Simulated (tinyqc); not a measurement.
Inside a calculation. Model: small-signal admittance of a forward-biased p+-n diode.

tinyqc, about 0.01 s, one thread, Intel Xeon 2.30GHz (shared host): `OMP_NUM_THREADS=1 python tinyqc.py 2890212 2890213 out.jsonl` Printed values are rounded.

Holes injected into a neutral base of width wb with an ohmic contact at its end; low injection, p0 far above the equilibrium density. A small voltage v exp(i w t), w = 2 pi f, modulates the edge density by p0 v/Vt, and the small-signal density obeys Dp d2p/dx2 = (1/tau + i w) p.

Values chosen for this exercise; permittivity close to that of gallium arsenide:
```
symbol   value    unit                                   meaning
T          300       K                               temperature
eps_r     12.9                             relative permittivity
Nd      7.7e15   cm^-3                 donor density of the base
Dp         4.3  cm^2/s                hole diffusion coefficient
tau       5e-7       s                             hole lifetime
wb          53      um                 width of the neutral base
p0      4.9e12   cm^-3  excess hole density at the junction edge
Na        4e18   cm^-3           acceptor density of the p+ side
f        2.4e5      Hz                          signal frequency
```

Constants: q = 1.602176634e-19 C, kB = 1.380649e-23 J/K, Vt = kB T/q, eps0 = 8.8541878128e-14 F/cm where lengths are in cm. Results are converted to the units shown.

## Closed-form admittance

L = sqrt(Dp tau); direct current J = (q Dp p0/L) coth(wb/L); k = sqrt(1 + i w tau)/L; diffusion admittance Y = (q Dp p0/Vt) k coth(k wb) = G + i w C_diff; junction capacitance C_j = sqrt(q eps0 eps_r Nd/(2 Vr)) in the depletion approximation, with the remaining barrier Vr = Vt ln(Na/p0), a rough value under forward bias; base-width modulation is left out.

L = 14.66288 um
J = 0.002305608 A/cm^2
k wb = 3.835869+1.284046i
Y = 0.09445006+0.03156380i S/cm^2
C_diff = 0.02093140 uF/cm^2
C_j = 0.04474429 uF/cm^2

G is 1.06 times its low-frequency value J/Vt, and C_diff is 0.468 times C_j.

## The same by finite differences

8 equal intervals, h = wb/8; u = small-signal density over its edge value, u_0 = 1, u_8 = 0; u_(i-1) + b u_i + u_(i+1) = 0 with b = -2 - h^2 (1/tau + i w)/Dp; Y = (q Dp p0/(Vt h)) (-b/2 - u_1), which includes the half box at the edge.

b = -2.204142-0.153920i
u, node 1 to 7: 0.6137150-0.0961932i  0.3675213-0.1175606i  0.2144491-0.1063584i  0.1215259-0.0838605i  0.0663190-0.0597768i  0.0338514-0.0376883i  0.0140953-0.0180831i
Y on the mesh = 0.09625685+0.03412912i S/cm^2

Against the closed form the real part is 1.9 % above it and the imaginary part 8.1 % above it; |k h| = 0.51.
